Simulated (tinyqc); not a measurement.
From one barrier to a miniband: Kronig-Penney superlattice by transfer matrices.

Wells (width a, potential 0, mass mw) alternate with barriers (width b, height V0, mass mb); period d = a + b; c = hbar^2/2m0. The vector (psi, psi'/m) is continuous, and a layer of thickness t carries it by M = [[cos kt, (m/k) sin kt], [-(k/m) sin kt, cos kt]] with k = sqrt(m (E - V)/c); for E < V, k = i kappa gives [[cosh, (m/kappa) sinh], [(kappa/m) sinh, cosh]] of kappa t. A Bloch state obeys cos(q d) = tr(Mb Mw)/2.

Constants: hbar^2/2m0 = 3.80998211 eV angstrom^2.

Parameters, chosen for this exercise (near those of the light valleys of a Si film between layers of SiO2; shifted at random, so the results belong to these values and not to a real crystal):
- a = 18 angstrom (well width)
- b = 6 angstrom (barrier width)
- V0 = 3.112 eV (barrier height)
- mw = 0.194 m0 (mass in the wells)
- mb = 0.506 m0 (mass in the barriers)

Transmission through N barriers separated by wells, between leads of the well material: T = 4/[(M11 + M22)^2 + (u M12 - M21/u)^2] with u = k/mw and M the product over all layers; twelve evenly spaced energies around the first miniband.

Transmission:
```
E (eV)    tr M/2 of a period    N = 1     N = 2     N = 4     N = 8
0.275037               1.955  0.00163  0.000107  6.05e-07  1.99e-11
0.277868               1.565  0.00165  0.000168  2.77e-06  8.03e-10
0.280698               1.181  0.00166  0.000299  2.34e-05  2.01e-07
0.283529               0.802  0.00168  0.000654   0.00199  0.000714
0.286360               0.429  0.00170   0.00231   0.00144   0.00889
0.289191               0.061  0.00171     0.103    0.0282   0.00765
0.292021              -0.301  0.00173   0.00477   0.00178   0.00381
0.294852              -0.657  0.00175   0.00101    0.0136   0.00370
0.297683              -1.009  0.00177  0.000434  0.000101  1.94e-05
0.300514              -1.355  0.00178  0.000243  8.53e-06  1.21e-08
0.303344              -1.695  0.00180  0.000157  1.74e-06  2.24e-10
0.306175              -2.031  0.00182  0.000110  5.25e-07  1.21e-11
```

5 of the energies lie in the miniband (|tr M/2| <= 1); there T for N = 8 runs between 0.000714 and 0.00889. In the gaps it falls with N: at E = 0.3062 eV from 5.25e-07 (N = 4) to 1.21e-11 (N = 8), a slope of ln T of -2.67 a period, against -2 arccosh|tr M/2| = -2.67.

Run: tinyqc, `OMP_NUM_THREADS=1 python tinyqc.py 1252479 1252480 out.jsonl`; Intel(R) Xeon(R) Processor @ 2.30GHz, one thread, shared host; about 0.04 s of CPU time with all checks.
